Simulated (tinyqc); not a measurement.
Stoner model of a band magnet at zero temperature: one step, computed by the program tinyqc.

Five orbitals per spin share one band; u = (E - E_bottom)/W runs from 0 to 1, and the states per spin, atom and energy are g = 5 d(u)/W with d = (8/pi) sqrt(u (1 - u)). N(u) is the integral of d from 0. The moment m = n_up - n_down (electrons per atom) moves the fillings to n +/- m/10; the energy is E(m) = E_band(m) - I m^2/4.

Question. The paramagnetic state. Solve N(u_F) = n; g_F = 5 d(u_F)/W; the Stoner product is I g_F.

Inputs (values chosen for the exercise, for a model d band): band width W = 3.7 eV; filling n per spin orbital = 0.27; Stoner parameter I = 0.508 eV.

Density of states: semi-elliptic.

Give: u_F; g_F; Stoner product I g_F.

Answer.

u_F = 0.3150

g_F = 1.599 1/eV

Stoner product I g_F = 0.8121

I g_F < 1: the paramagnet is locally stable.
